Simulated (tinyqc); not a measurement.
Inside a calculation: Fermi-Dirac statistics of conduction electrons. Values are carried at full precision from step to step, so a last printed digit may differ when a step is redone from the rounded ones.

Constants: hbar^2/2m0 = 3.80998211 eV angstrom^2; kB = 8.617333262e-05 eV/K; e^2/(4 pi eps0) = 14.39964547 eV angstrom.

Inputs chosen for the exercise (near those of Si, lowest valleys alone; the results hold for these values, not for the real material):
```
symbol  value    unit    meaning
m       1.0737   m0      density-of-states mass of the conduction band
T       200      K
n       9.3e+17  1/cm^3  electron density
eps     11.4             static dielectric constant
alpha   0.54     1/eV    non-parabolicity
```

## Reduced density

N = 2 (m kB T/(4 pi c))^(3/2) with c = hbar^2/2m0, in 1/angstrom^3; times 1e24 for 1/cm^3; u = n/Nc.

kT = 0.017235 eV
Nc = 1.5197e+19 1/cm^3
u = n/Nc = 0.061196

## Reduced Fermi level by five rules

F_j(eta) = (1/Gamma(j + 1)) integral_0^infinity x^j dx/(1 + exp(x - eta)), which tends to exp(eta) for eta << 0.

With u = n/Nc: Boltzmann eta = ln u; Joyce-Dixon eta = ln u + u/sqrt(8) - 4.95009e-3 u^2 + 1.48386e-4 u^3 - 4.42563e-6 u^4; Nilsson eta = ln u/(1 - u^2) + v/(1 + (0.24 + 1.08 v)^-2) with v = (3 sqrt(pi) u/4)^(2/3); fully degenerate limit eta = v; exact: F_1/2(eta) = u.

Find eta = (EF - Ec)/kT by each rule.

eta: Boltzmann -2.794, Joyce-Dixon -2.772, Nilsson -2.773, degenerate 0.188, exact -2.772

Against the exact value the errors are Boltzmann -0.022, Joyce-Dixon 0.000, Nilsson -0.001, degenerate limit +2.960 (in kT).

## Exact eta by Newton steps

Solve ln F_1/2(eta) = ln u from the Boltzmann value; dF_1/2/d eta = F_-1/2, so the step is -ln(F_1/2/u) F_1/2/F_-1/2. Stop below 1e-9.

Newton steps:
```
step        eta      F_1/2     F_-1/2  step taken
1     -2.793673  0.0599144  0.0586736      0.0216
2     -2.772060  0.0611958  0.0599019    4.76e-06
3     -2.772055  0.0611961  0.0599022    2.35e-13
```

Converged in 3 steps.

## Mean energy, Einstein relation and screening

eta = -2.77206

Mean kinetic energy <E> = (3/2) kT F_3/2/F_1/2; D/mu = (kT/e) F_1/2/F_-1/2; dn/dEF = (Nc/kT) F_-1/2; screening length L = (4 pi (e^2/(4 pi eps0)) (dn/dEF)/eps)^(-1/2), with dn/dEF in 1/(angstrom^3 eV) (1/cm^3 = 1e-24/angstrom^3).

F_-1/2, F_1/2, F_3/2: [0.05990, 0.06120, 0.06186]

<E> = 26.13 meV
D/mu = 17.61 mV
dn/dEF = 5.282e+19 1/(cm^3 eV)
L = 34.54 angstrom

The gas is nearly non-degenerate. D/mu is 1.022 times kT/e and <E> is 1.011 times (3/2) kT; the Debye formula, with n/kT in place of dn/dEF, would give L = 34.17 angstrom.

## Fermi level in the non-parabolic band

Non-parabolic band E (1 + alpha E) = c k^2/m: n = Nc (2/sqrt(pi)) integral_0^infinity sqrt(x (1 + a x)) (1 + 2 a x) dx/(1 + exp(x - eta)) with a = alpha kT and eta = (EF - Ec)/kT; a = 0 gives n = Nc F_1/2(eta).

Solve for eta at the same n.

a = 0.00931
eta = -2.808
EF - Ec = -48.39 meV

The extra states lower EF by 0.61 meV against the parabolic band.

## Checks

- Non-parabolic integral at a = 0 against F_1/2(2): both 2.823721.
- F_1/2(40) against the Sommerfeld form (4/(3 sqrt(pi))) eta^(3/2) (1 + pi^2/(8 eta^2)): both 190.45.

Computed by tinyqc, a small Python program: `OMP_NUM_THREADS=1 python tinyqc.py 1652631 1652632 out.jsonl` (the numbers bound the seed that draws the inputs); one thread of a shared host (Intel(R) Xeon(R) Processor @ 2.30GHz), about 0.01 s for the whole set of steps.
